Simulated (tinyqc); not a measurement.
Leakage currents through a thin dielectric: one step, computed by the program tinyqc.

Electrons leave an electrode with Fermi energy E_F above its band bottom; barriers are counted from the Fermi level, and both electrodes are alike. They cross the interlayer first.

Problem. Transmission at the Fermi level. Fields: F_i = V/(t_i + t k_i/k), F = F_i k_i/k; equivalent oxide thickness 3.9 (t/k + t_i/k_i). WKB: a layer of mass m, field F and barrier b(x) = b_0 - e F x gives the exponent (4 sqrt(2 m)/(3 hbar e F)) [b_0^(3/2) - max(b_0 - e F t, 0)^(3/2)] for b_0 > 0; b_0 = barrier - (E - E_F), less e F_i t_i for the second layer; the transmission is D(E) = exp(-sum of exponents), without image force.

Inputs (values chosen for the exercise, modelled on Si3N4):
```
quantity,value,unit
barrier height phi_B,1.99,eV
tunnelling mass m,0.4,m_0
static permittivity k,7.59,-
thickness t,1.9,nm
voltage V,1.1,V
interlayer thickness t_i,0.55,nm
interlayer barrier phi_i,3.14,eV
interlayer mass m_i,0.41,m_0
interlayer permittivity k_i,4,-
```

Stack: dielectric on an interlayer.

Constants: m_0 = 9.1093837015e-31 kg; e = 1.602176634e-19 C; hbar = 1.054571817e-34 J s.

Give: exponent of the interlayer; exponent of the dielectric; transmission D(E_F).

Solution.

exponent of the interlayer = 6.1914

exponent of the dielectric = 13.691

transmission D(E_F) = 2.3181e-09
